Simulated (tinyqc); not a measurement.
What each parameter of the potential does: deformation potentials from a strained empirical pseudopotential.

Diamond lattice, no spin-orbit coupling. Atomic form factor V(q) = a1 (q^2 - a2)/(a3 exp(a4 q^2) - 1) in rydberg with q in 1/bohr, for the unstrained cell. Under a strain e the reciprocal vectors and k go over into (1 + e)^(-1) G, the atoms sit at +/- tau with tau = (1 + e) a (1,1,1)/8 - zeta a (eyz, ezx, exy)/4, and H(G,G') = c |k + G|^2 delta + (V(q)/det(1 + e)) cos(q.tau), q = G - G', with the term q = 0 left out; c = hbar^2/2m0. The basis is fixed before straining: all G with |k + G|^2 up to 16 (2 pi/a)^2. k is given in units of 2 pi/a of the unstrained cell.

Constants: hbar^2/2m0 = 3.80998211 eV angstrom^2; Ry = 13.60569312 eV; a0 (Bohr radius) = 0.5291772105 angstrom.

Values chosen for the exercise (near those of Si; the results hold for these values, not for the real material): a = 5.431 angstrom (lattice constant); a1 = 0.532; a2 = 2.175; a3 = 2.048; a4 = 0.487; kD = 0.82 2 pi/a (position of the Delta minimum).

Gaps from the valence top to level 8 at Gamma and level 5 at (kD,0,0) and L, and their deformation potentials [E(+h) - E(-h)]/(3 ln((1 + h)/(1 - h))) for e = +/- h 1, h = 0.002. The row for the lattice constant keeps V(q) without the volume factor, so it is not a strain.

One parameter was then changed.

Results before and after:

| case | Gamma (eV) | Delta (eV) | L (eV) | potential Gamma (eV) | potential Delta (eV) | potential L (eV) |
|---|---|---|---|---|---|---|
| base | 4.178 | 1.057 | 2.006 | -8.75 | 2.68 | -1.90 |
| changed | 4.049 | 1.347 | 2.105 | -9.04 | 2.38 | -2.08 |

Which of these changes was made? (a) a2 = 2.153; (b) a1 = 0.537; (c) a = 5.485 angstrom; (d) a3 = 2.028; (e) a4 = 0.492.

Answer: (c) a = 5.485 angstrom. Of the candidates, run in turn, only this one gives the changed row.

All candidates:

| case | Gamma (eV) | Delta (eV) | L (eV) | potential Gamma (eV) | potential Delta (eV) | potential L (eV) |
|---|---|---|---|---|---|---|
| base | 4.178 | 1.057 | 2.006 | -8.75 | 2.68 | -1.90 |
| a = 5.485 angstrom | 4.049 | 1.347 | 2.105 | -9.04 | 2.38 | -2.08 |
| a1 = 0.537 | 4.221 | 1.125 | 2.055 | -8.83 | 2.68 | -1.91 |
| a2 = 2.153 | 4.291 | 0.982 | 2.009 | -8.68 | 2.74 | -1.86 |
| a3 = 2.028 | 4.226 | 1.149 | 2.069 | -8.84 | 2.69 | -1.90 |
| a4 = 0.492 | 4.084 | 0.972 | 1.931 | -8.58 | 2.76 | -1.82 |

Program tinyqc; command `OMP_NUM_THREADS=1 python tinyqc.py 1880788 1880789 out.jsonl`; about 0.2 s on one thread of a shared Intel(R) Xeon(R) Processor @ 2.30GHz.
